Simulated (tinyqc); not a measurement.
p-n diode with diffusion and depletion-layer recombination: currents and ideality against junction voltage.

Abrupt junction in the depletion approximation, low injection, full ionisation, neutral widths fixed, ohmic contact on the p side. Vj is the junction voltage; where a series resistance Rs is given, V = Vj + J Rs is the terminal voltage.

ni = sqrt(Nc Nv) exp(-Eg/(2 Vt)), Eg in volts; D = mu Vt; Ln = sqrt(Dn tn), Lp = sqrt(Dp tp); J0n = q ni^2 Dn coth(wp/Ln)/(Ln Na); J0p = (q ni^2 Dp/(Lp Nd)) (s + tanh(wn/Lp))/(1 + s tanh(wn/Lp)), s = Sp Lp/Dp. J_diff = (J0n + J0p)(exp(Vj/Vt) - 1). Vbi = Vt ln(Na Nd/ni^2), W = sqrt(2 eps0 eps_r (Vbi - Vj)(1/Na + 1/Nd)/q), xp = W Nd/(Na + Nd), xn = W Na/(Na + Nd); u(x) = q Na (x + xp)^2/(2 eps0 eps_r) for x < 0 and Vbi - Vj - q Nd (xn - x)^2/(2 eps0 eps_r) for x > 0; p = Na exp(-u/Vt), n = Nd exp((u - Vbi + Vj)/Vt); U = ni^2 (exp(Vj/Vt) - 1)/(tp (n + ni exp(Et/Vt)) + tn (p + ni exp(-Et/Vt))); J_scr = q times the integral of U from -xp to xn. J = J_diff + J_scr. Ideality = (1/Vt) dVj/d ln J or (1/Vt) dV/d ln J; last column ni^2 exp(Vj/Vt)/N^2.

Parameters, values chosen for the exercise; band and dielectric values close to those of silicon: temperature T = 450 K; band gap Eg = 1.1 eV; relative permittivity eps_r = 11.8; conduction-band density of states at T Nc = 5.2e19 cm^-3; valence-band density of states at T Nv = 4.91e19 cm^-3; acceptor density Na = 6.9e16 cm^-3; donor density Nd = 1.5e17 cm^-3; electron mobility in the p side mun = 880 cm^2/(V s); hole mobility in the n side mup = 240 cm^2/(V s); electron lifetime tn = 1e-6 s; hole lifetime tp = 2e-9 s; neutral width of the p side wp = 0.9 um; neutral width of the n side wn = 78 um; recombination velocity at the n contact Sp = 1e7 cm/s; series resistance Rs = 0.018 ohm cm^2; trap level above the intrinsic level Et = 0 eV.

Constants: q = 1.602176634e-19 C, kB = 1.380649e-23 J/K, Vt = kB T/q, eps0 = 8.8541878128e-14 F/cm where lengths are in cm. Results are converted to the units shown.

Result of one run:

| Vj (V) | J_diff (A/cm^2) | J_scr (A/cm^2) | J (A/cm^2) | V (V) | ideality against Vj | ideality against V | minority/doping, lighter side |
|---|---|---|---|---|---|---|---|
| 0.36 | 12.55 | 0.01561 | 12.57 | 0.5862 | 1.001 | 6.833 | 0.002765 |

What becomes of these results when the junction voltage at which recombination is evaluated Vj is changed from 0.36 to 0.27 V, all else the same?

Result of the changed run:

| Vj (V) | J_diff (A/cm^2) | J_scr (A/cm^2) | J (A/cm^2) | V (V) | ideality against Vj | ideality against V | minority/doping, lighter side |
|---|---|---|---|---|---|---|---|
| 0.27 | 1.231 | 0.003948 | 1.235 | 0.2922 | 1.000 | 1.573 | 2.715e-4 |

The whole series:

| Vj (V) | J_diff (A/cm^2) | J_scr (A/cm^2) | J (A/cm^2) | V (V) | ideality against Vj | ideality against V | minority/doping, lighter side |
|---|---|---|---|---|---|---|---|
| 0.15 | 0.05466 | 4.264e-4 | 0.05508 | 0.1510 | 0.9808 | 1.006 | 1.230e-5 |
| 0.18 | 0.1198 | 7.727e-4 | 0.1206 | 0.1822 | 0.9920 | 1.048 | 2.666e-5 |
| 0.21 | 0.2611 | 0.001363 | 0.2625 | 0.2147 | 0.9970 | 1.119 | 5.779e-5 |
| 0.24 | 0.5674 | 0.002346 | 0.5697 | 0.2503 | 0.9992 | 1.264 | 1.253e-4 |
| 0.27 | 1.231 | 0.003948 | 1.235 | 0.2922 | 1.000 | 1.573 | 2.715e-4 |
| 0.3 | 2.670 | 0.006479 | 2.677 | 0.3482 | 1.000 | 2.243 | 5.885e-4 |
| 0.33 | 5.789 | 0.01029 | 5.800 | 0.4344 | 1.001 | 3.693 | 0.001276 |
| 0.36 | 12.55 | 0.01561 | 12.57 | 0.5862 | 1.001 | 6.833 | 0.002765 |
| 0.39 | 27.21 | 0.02213 | 27.23 | 0.8801 | 1.000 | 13.64 | 0.005994 |

The ideality against Vj goes from 0.9808 through a maximum of 1.001 (at Vj = 0.33 V among the rows listed) to 1.000. Diffusion is the larger current in every row. J_scr alone has an ideality of 1.30 between the first two rows and 2.22 between the last two. From Vj = 0.21 V the series resistance raises the terminal ideality by over a tenth; there J Rs = 0.12 Vt.

Computed by the program tinyqc: `OMP_NUM_THREADS=1 python tinyqc.py 2260039 2260040 out.jsonl`, one thread of a shared Intel Xeon 2.30GHz, about 0.01 s for the whole run.
